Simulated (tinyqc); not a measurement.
What moves the results: Lorentz oscillators and the Kramers-Kronig relations. A value that a table varies takes the place of the one given here.

eps(E) = 1 + sum_j S_j/(E0_j^2 - E^2 - i G_j E).

Kramers-Kronig: eps1(E) = 1 + (2/pi) P integral_0^infinity E1 eps2(E1)/(E1^2 - E^2) dE1. Maclaurin rule on the grid E_j = j h, j = 1 .. M: eps1(E_i) = 1 + (4 h/pi) sum over j with j - i odd of E_j eps2(E_j)/(E_j^2 - E_i^2); nothing is added above E_M.

n + i k = sqrt(eps1 + i eps2) with k >= 0; R = ((n - 1)^2 + k^2)/((n + 1)^2 + k^2) at normal incidence from vacuum; alpha = 2 E k/(hbar c), times 1e8 for 1/cm; loss function Im(-1/eps) = eps2/(eps1^2 + eps2^2).

Constants: hbar c = 1973.269805 eV angstrom.

Inputs chosen for the exercise:

| symbol | value | unit | meaning |
|---|---|---|---|
| E0 | (6.59, 8.92) | eV | resonances |
| G | (0.99, 1.78) | eV | widths |
| S | (30.2, 56.9) | eV^2 | strengths |
| h | 0.8 | eV | grid step |
| M | 30 |  | grid points E_j = j h |
| E_t | 3.3 | eV | energy below the first line |
| E | 9.87 | eV | photon energy |

## Numerical transform against the formula

Every third grid point is listed; the error is the transform minus the formula.

Dielectric function:

| E (eV) | eps2 | eps1 formula | eps1 transform | error |
|---|---|---|---|---|
| 1.60 | 0.056 | 2.476 | 2.353 | -0.123 |
| 4.00 | 0.255 | 2.963 | 3.195 | 0.233 |
| 6.40 | 4.539 | 3.968 | 3.116 | -0.852 |
| 8.80 | 3.780 | 0.651 | 0.420 | -0.231 |
| 11.20 | 0.502 | -0.405 | -0.392 | 0.013 |
| 13.60 | 0.138 | 0.276 | 0.257 | -0.019 |
| 16.00 | 0.061 | 0.544 | 0.551 | 0.007 |
| 18.40 | 0.034 | 0.682 | 0.669 | -0.013 |
| 20.80 | 0.021 | 0.763 | 0.765 | 0.001 |
| 23.20 | 0.014 | 0.816 | 0.804 | -0.012 |

What can be read from the table?

The largest error listed is -0.852 at 6.40 eV. The rule samples every 2h = 1.6 eV and the narrowest line is 0.99 eV wide, so it is not resolved. The grid ends at 24 eV, where eps2 is still 0.012; the error at the last point listed, nearest the missing tail, is -0.012.

## How far the spectrum must be known

The integrals are done by adaptive quadrature and cut at E_cut. f-sum share: (2/pi) integral of E eps2 over sum S. Static share: (2/pi) integral of eps2/E over eps(0) - 1.

Cut integrals:

| E_cut (eV) | eps1(E_t) | f-sum share | static share |
|---|---|---|---|
| 7.1 | 1.923 | 0.277 | 0.504 |
| 9.8 | 2.591 | 0.741 | 0.902 |
| 13.4 | 2.720 | 0.899 | 0.985 |
| 17.8 | 2.735 | 0.936 | 0.995 |
| 26.8 | 2.740 | 0.962 | 0.999 |
| 44.6 | 2.741 | 0.978 | 1.000 |

eps1(E_t) from the formula = 2.741

What does this show, and why?

Cut at 9.8 eV, just above the last line, eps1(E_t) lacks 0.151; cut at 44.6 eV it lacks 0.000. At 13.4 eV the static sum has reached 0.985 and the f-sum only 0.899: the f-sum weights eps2 by E and the static sum by 1/E, so the f-sum needs the far tail.

## Optical constants across the spectrum

Spectrum:

| E (eV) | eps1 | eps2 | n | k | R | loss |
|---|---|---|---|---|---|---|
| 1.34 | 2.456 | 0.046 | 1.567 | 0.015 | 0.049 | 0.008 |
| 3.16 | 2.708 | 0.149 | 1.646 | 0.045 | 0.060 | 0.020 |
| 4.99 | 3.536 | 0.571 | 1.886 | 0.151 | 0.097 | 0.044 |
| 6.81 | 0.868 | 4.313 | 1.623 | 1.329 | 0.249 | 0.223 |
| 8.64 | 1.173 | 3.603 | 1.575 | 1.144 | 0.206 | 0.251 |
| 10.46 | -0.819 | 0.926 | 0.457 | 1.014 | 0.420 | 0.606 |
| 12.29 | -0.005 | 0.254 | 0.353 | 0.360 | 0.280 | 3.934 |
| 14.11 | 0.352 | 0.113 | 0.600 | 0.094 | 0.066 | 0.829 |
| 15.93 | 0.539 | 0.063 | 0.735 | 0.042 | 0.024 | 0.212 |
| 17.76 | 0.652 | 0.039 | 0.808 | 0.024 | 0.011 | 0.091 |
| 19.58 | 0.727 | 0.026 | 0.853 | 0.015 | 0.006 | 0.050 |
| 21.41 | 0.779 | 0.019 | 0.883 | 0.011 | 0.004 | 0.031 |

What does this show?

Among the energies listed the largest values are at (eV): eps2 6.81; n 4.99; k 6.81; R 10.46; loss 12.29. eps1 crosses zero at 8.98 and 12.31 eV; the last crossing is upward and marks the plasmon, against sqrt(sum S) = 9.33 eV for free electrons.

## What each oscillator parameter does

At the energy E. Each row changes one parameter from the base and keeps the others.

Results:

| case | eps1 | eps2 | n | k | R |
|---|---|---|---|---|---|
| base | -1.161 | 1.692 | 0.667 | 1.267 | 0.391 |
| E0 = (6.59, 9.366) eV | -0.912 | 2.581 | 0.955 | 1.351 | 0.323 |
| G = (0.99, 2.67) eV | -0.544 | 1.578 | 0.750 | 1.052 | 0.280 |
| S = (30.2, 68.28) eV^2 | -1.485 | 2.010 | 0.712 | 1.411 | 0.421 |
| E = 10.364 eV | -0.880 | 1.015 | 0.481 | 1.054 | 0.418 |

How do the results move?

The largest shifts from the base row, up to three for each result and ties (the steps differ in size, so this ranks the rows, not the parameters). eps1: G +0.617, S -0.324, E +0.281. eps2: E0 +0.889, E -0.677, S +0.319. n: E0 +0.288, E -0.186, G +0.083. k: G -0.215, E -0.213, S +0.144. R: G -0.111, E0 -0.068, S +0.030.

Run: tinyqc, `OMP_NUM_THREADS=1 python tinyqc.py 1651460 1651461 out.jsonl`; Intel(R) Xeon(R) Processor @ 2.30GHz, one thread, shared host; about 0.1 s of CPU time with all checks.
